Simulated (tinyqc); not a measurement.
# Worked calculation: trench capacitor in an array: capacitance, non-linearity, leakage and relaxation

Computed by the program tinyqc: `OMP_NUM_THREADS=1 python tinyqc.py 2102180 2102181 out.jsonl`, one thread of a shared Intel Xeon 2.30GHz, about 0.01 s for the whole run. Printed values are rounded.

A film between two metal electrodes, each interface adding a series capacitance ci. The small-signal permittivity is ek (1 + aq E^2); the field is found with the linear permittivity. Leakage J = J0 sinh(E/Ef). After a voltage step the film passes a relaxation current kr C V tt^(-nr), tt being the time in seconds. The sidewall is a coaxial capacitor with radii a = dm/2 - t and b = dm/2, depth AR dm; the end face is left out.

Inputs (values chosen for the exercise); permittivity of the order of that of zirconium oxide: relative permittivity of the film ek = 37.9; film thickness t = 17 nm; capacitance of each electrode interface (dead layer and screening) ci = 170 uF/cm^2; quadratic field coefficient of the permittivity aq = 0.0078 cm^2/MV^2; bias V = 1.2 V; leakage prefactor J0 = 2.8e-11 A/cm^2; field for an e-fold rise of the leakage Ef = 0.49 MV/cm; diameter of the hole dm = 110 nm; aspect ratio, depth over diameter AR = 70; pitch of the square array pt = 170 nm; resistivity of the inner electrode rho = 300 uohm cm.

Constants: eps0 = 8.8541878128e-14 F/cm where lengths are in cm. Results are converted to the units shown.

## Planar capacitance, field and non-linearity

Planar film: Cf = eps0 ek/t, 1/C = 1/Cf + 2/ci, EOT = 3.9 eps0/C, effective permittivity C t/eps0, E = (V/t) C/Cf; quadratic coefficient [C(V)/C - 1]/V^2 with Cf (1 + aq E^2) in C(V).

Cf = 1.97396 uF/cm^2
C = 1.92916 uF/cm^2
EOT = 1.78997 nm
effective permittivity = 37.0398
E = 0.689862 MV/cm
quadratic coefficient = 2519.12 ppm/V^2
J = 5.37967e-11 A/cm^2

The interfaces take 2.27 % of the voltage.

## Cell capacitance, fields and time constant

Per length 1/c = ln(b/a)/(2 pi eps0 ek) + (1/a + 1/b)/(2 pi ci); cell capacitance c AR dm; per footprint over pt^2; fields c V/(2 pi eps0 ek r) at r = a and b; resistance of the inner electrode rho AR dm/(pi a^2); time constant R C/3 of the distributed line.

a = 38 nm
b = 55 nm
cell capacitance = 42.8901 fF
capacitance per footprint = 148.409 uF/cm^2
field at a = 0.834251 MV/cm
field at b = 0.576391 MV/cm
R = 5.09208 kohm
R C/3 = 72.8000 ps

The array gives 76.9 times the planar capacitance per footprint; curvature makes the field at the inner electrode 1.21 times the planar value.
